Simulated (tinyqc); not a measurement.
# Random telegraph noise from one oxide trap in a small MOSFET: two studies

An acceptor-like trap exchanges electrons with the channel. Inversion charge Q = Cox u, u = n Vt W0(exp((Vg - VT)/(n Vt))), W0 the Lambert function, n = nf, Cox = eps0 eox/tox; linear regime Id = (W/L) mu Q Vd. Relative to threshold the surface potential rises by Vt ln(u/u0) and the oxide voltage by the rest of Vg - VT, with u0 = n Vt W0(1).

Inputs (values chosen for the exercise); values of the order met in silicon transistors: temperature T = 250 K; relative permittivity of the gate insulator (close to silicon dioxide) eox = 3.9; insulator thickness tox = 4.6 nm; depth of the trap from the channel interface xt = 1.9 nm; trap level above the channel Fermi level at threshold E0 = 0.15 eV; capture prefactor s0 = 1e-17 cm^2; capture barrier (lattice relaxation) EB = 0.35 eV; tunnelling decay length lt = 0.18 nm; thermal velocity vth = 1.7e7 cm/s; thickness of the inversion layer zi = 1.7 nm; threshold voltage VT = 0.51 V; body factor nf = 1.24; gate width W = 270 nm; gate length L = 49 nm; mobility mu = 340 cm^2/(V s); scattering coefficient of the charged trap asc = 0 V s; drain voltage Vd = 0.02 V; gate voltage Vg = 0.8 V.

Constants: q = 1.602176634e-19 C, kB = 1.380649e-23 J/K, Vt = kB T/q, eps0 = 8.8541878128e-14 F/cm where lengths are in cm. Results are converted to the units shown.

Each table varies one quantity; the others keep the values above.

## Time constants and noise against gate voltage

N = Cox u/q; dpsi = Vt ln(u/u0); E = E0 - dpsi - (xt/tox)(Vg - VT - dpsi); capture time tc = 1/[(N/zi) vth s0 exp(-xt/lt - EB/Vt)]; emission time te = tc exp(-E/Vt); occupancy te/(tc + te). A = W L; threshold step dV = q (1 - xt/tox)/(Cox A); gm/Id = 1/(u + n Vt); relative step dI/I = (gm/Id) dV + asc mu/A. fc = (1/tc + 1/te)/(2 pi); rms = (dI/I) sqrt(tc te)/(tc + te).

Result of one run:
```
Vg (V)	E (eV)	tc (s)	te (s)	occupancy	dI/I (%)	fc (Hz)	rms dI/I (%)
0.85	-0.027203	335.69	1186.6	0.77949	0.31128	6.0823e-4	0.12906
```

What becomes of these results when the gate voltage Vg is changed from 0.85 to 0.79 V, all else the same?

Result of the changed run:
```
Vg (V)	E (eV)	tc (s)	te (s)	occupancy	dI/I (%)	fc (Hz)	rms dI/I (%)
0.79	3.2781e-4	417.17	410.87	0.49620	0.37877	7.6887e-4	0.18938
```

The whole series:
```
Vg (V)	E (eV)	tc (s)	te (s)	occupancy	dI/I (%)	fc (Hz)	rms dI/I (%)
0.55	0.12335	2759.7	9.0000	0.0032507	1.5660	0.017741	0.089139
0.61	0.088794	1274.1	20.663	0.015959	0.94860	0.0078272	0.11888
0.67	0.057756	776.92	53.218	0.064108	0.64588	0.0031955	0.15820
0.73	0.028522	546.35	145.38	0.21017	0.48017	0.0013861	0.19563
0.79	3.2781e-4	417.17	410.87	0.49620	0.37877	7.6887e-4	0.18938
0.85	-0.027203	335.69	1186.6	0.77949	0.31128	6.0823e-4	0.12906
0.91	-0.054278	280.03	3478.5	0.92550	0.26350	6.1411e-4	0.069194
0.97	-0.081023	239.77	10307	0.97727	0.22806	6.7923e-4	0.033992
1.03	-0.10752	209.38	30791	0.99325	0.20079	7.6529e-4	0.016446
```

tc falls from 2760 to 209 s as the channel fills and te rises from 9.00 to 30800 s; they are equal at Vg = 0.791 V, where E = 0. The rms noise goes from 0.0891 through a maximum of 0.196 (at Vg = 0.73 V among the rows listed) to 0.0164 %. The slope -Vt d ln(tc/te)/dVg is 0.576 between the first two rows and 0.442 between the last two; it tends to xt/tox = 0.413 only when the surface potential stops moving.

## Effect of the capture barrier

Same model as above.

The same in every row: E (eV) = -0.004300; occupancy = 0.5497; dI/I (%) = 0.3657; rms dI/I (%) = 0.1819.

Effect of the capture barrier:
```
EB (eV)	tc (s)	te (s)	fc (Hz)
0.1	0.003660	0.004468	79.10
0.2	0.3796	0.4635	0.7626
0.3	39.38	48.08	0.007352
0.4	4085	4987	7.087e-5
0.5	4.238e5	5.174e5	6.832e-7
0.6	4.396e7	5.367e7	6.586e-9
0.7	4.560e9	5.567e9	6.349e-11
```

What does the comparison show?

As EB goes from 0.1 to 0.7, tc rises from 0.00366 to 4.56e9 s, te rises from 0.00447 to 5.57e9 s and dI/I stays at 0.366 %. The barrier scales both times alike and leaves the occupancy unchanged.

Range of the model: VT is taken as given; short-channel effects and the uneven flow of current among few electrons are left out.

Program tinyqc, `OMP_NUM_THREADS=1 python tinyqc.py 2710055 2710056 out.jsonl`; Intel Xeon 2.30GHz, shared host, one thread, about 0.01 s.
